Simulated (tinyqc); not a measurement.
Changing the film density rho: X-ray reflectivity of a thin film on silicon: critical angles, Parratt recursion, fringes and roughness. Computed by tinyqc, a small Python program. Command: `OMP_NUM_THREADS=1 python tinyqc.py 3120316 3120317 out.jsonl xrr sweep`. One thread of a shared host (Intel(R) Xeon(R) Processor @ 2.30GHz), about 0.01 s of CPU time with the checks.

n = 1 - delta + i beta; the classical electron radius is r_e = 2.8179403e-6 nm. Layer 0 is vacuum, 1 the film, 2 the substrate.

Inputs (values chosen for the exercise, modelled on Si3N4 on silicon, copper K-alpha radiation):
```
quantity                                        value     unit
wavelength lambda                             0.15406       nm
effective electrons per unit mass, film         0.502    mol/g
beta/delta, film                                0.017        -
film thickness d                                 19.8       nm
roughness of the surface sigma_1                 0.96       nm
roughness of the interface sigma_2               0.18       nm
substrate density                                2.33   g/cm^3
effective electrons per unit mass, substrate    0.507    mol/g
beta/delta, substrate                           0.023        -
grazing angle theta                              2.07  degrees
```

Constants: N_A = 6.02214076e+23 1/mol.

Method:
- delta = r_e lambda^2 rho_e/(2 pi), rho_e = density x electrons per mass x N_A; critical angle sqrt(2 delta), q_c = 4 sqrt(pi r_e rho_e).
- k_j = (2 pi/lambda) sqrt(sin^2 theta - 2 delta_j + 2 i beta_j); r_ij = (k_i - k_j)/(k_i + k_j) x exp(-2 k_i k_j sigma^2) (Nevot-Croce); r = (r_01 + r_12 p)/(1 + r_01 r_12 p), p = exp(2 i k_1 d); R = |r|^2.
- Far above the critical angle the period is d theta = lambda/(2 d), or 2 pi/d in q; the envelope runs between (|r_01| - |r_12 p|)^2 and (|r_01| + |r_12 p|)^2; contrast = 2 a b/(a^2 + b^2) with a = |r_01|, b = |r_12 p|; roughness factors on the amplitudes are about exp(-q^2 sigma^2/2).

One run for each value:
```
film density rho (g/cm^3)  critical angle of the film (degrees)  contrast  reflectivity R
1.44                                                    0.17443   0.06709      9.7377e-07
1.70                                                    0.18952   0.11084      5.0206e-07
1.97                                                    0.20402   0.21754      1.7759e-07
2.23                                                    0.21706   0.67195      2.3691e-08
2.50                                                    0.22983   0.64610      2.7782e-08
2.77                                                    0.24192   0.28194      1.9811e-07
3.03                                                    0.25302   0.19267      5.1855e-07
3.30                                                    0.26405   0.15104      1.0130e-06
```

Describe and explain the trends.

Over the rows, critical angle of the film (degrees) rises from 0.174 to 0.264 (exponent d ln y / d ln x about 0.50 throughout); contrast goes from 0.0671 through a maximum among these rows, 0.672 at 2.23, to 0.151; reflectivity R goes from 9.74e-7 through a minimum among these rows, 2.37e-8 at 2.23, to 1.01e-6. The exponent of critical angle of the film stays at 0.50: delta is proportional to the density.

Extremes, crossings and ranges named in words are read from the listed rows.
